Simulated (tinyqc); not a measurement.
Phase shift across the band: Koster-Slater impurity in a tight-binding band, by Green functions and by supercells. Computed by tinyqc, a small Python program. Command: `OMP_NUM_THREADS=1 python tinyqc.py 3009095 3009096 out.jsonl kosterslater walk`. One thread of a shared host (Intel(R) Xeon(R) Processor @ 2.30GHz), about 0.04 s of CPU time with the checks.

One orbital per site, e(k) = -2 t sum cos(k_i) over 3 direction(s), band from -6 t to 6 t, lattice constant 1. One site has the extra energy U. Spin is left out.

Inputs (values chosen for the exercise, for a model band): hopping t = 1.9 eV; impurity potential U = -9.21 eV; broadening eta = 0.15 eV.

Lattice: simple cubic.

Method:
- Outside the band G0(E) = (1/pi) int_0^pi dk (2/(pi z)) K(16 t^2/z^2), z = E + 2 t cos k, K the complete elliptic integral with parameter m; 200 Gauss-Legendre points.
- A bound state solves 1/U = G0(E).
- Bisection in ln(distance from the edge) between 1e-5 t and |U| + t. Weight on the impurity site: -1/(U^2 dG0/dE), by a central difference with step min(1e-4 t, distance/30). Decay length along an axis: 1/arccosh(1 + distance/(2 t)).
- Inside the band G0(z), z = E + i eta, comes from the chain form 1/(sqrt(y - 2t) sqrt(y + 2t)) (principal roots) at y = z + 2 t cos k + 2 t cos k', averaged over k and k' in (0, pi) with 200 Gauss-Legendre points each.
- delta/pi = -arg(1 - U G0)/pi counts the states added below E (Friedel); host DOS = -Im G0/pi, DOS on the impurity = -Im[G0/(1 - U G0)]/pi; 13 evenly spaced energies from -(band edge + |U| + 2t) to +(band edge + |U| + 2t).

distance from the band edge = 0.591052 eV

level E_b = -11.9911 eV

Across the spectrum:

| E (eV) | Re G0 (1/eV) | host DOS (1/eV) | DOS on the impurity (1/eV) | delta/pi |
|---|---|---|---|---|
| -24.410 | -0.04261 | 0.000090 | 0.00025 | 0.00137 |
| -20.342 | -0.05214 | 0.000139 | 0.00051 | 0.00246 |
| -16.273 | -0.06793 | 0.000250 | 0.00178 | 0.00615 |
| -12.205 | -0.10435 | 0.000840 | 0.39861 | 0.17757 |
| -8.137 | -0.14294 | 0.022639 | 0.04278 | 0.64326 |
| -4.068 | -0.15514 | 0.061147 | 0.01845 | 0.57569 |
| 0.000 | 0.00000 | 0.073875 | 0.01327 | 0.36071 |
| 4.068 | 0.15514 | 0.061147 | 0.00677 | 0.20039 |
| 8.137 | 0.14294 | 0.022639 | 0.00391 | 0.08772 |
| 12.205 | 0.10435 | 0.000840 | 0.00022 | 0.00394 |
| 16.273 | 0.06793 | 0.000250 | 0.00009 | 0.00142 |
| 20.342 | 0.05214 | 0.000139 | 0.00006 | 0.00086 |
| 24.410 | 0.04261 | 0.000090 | 0.00005 | 0.00060 |

What does the comparison show, and why?

delta/pi starts and ends near zero (+0.001 and +0.001): the impurity moves states but creates none. delta/pi rises at the bound state below the band (-11.991 eV), reaches 0.64 among these rows (1 in the limit of small eta, just above the level) and is paid back by the top of the band.

Extremes, crossings and ranges named in words are read from the listed rows.
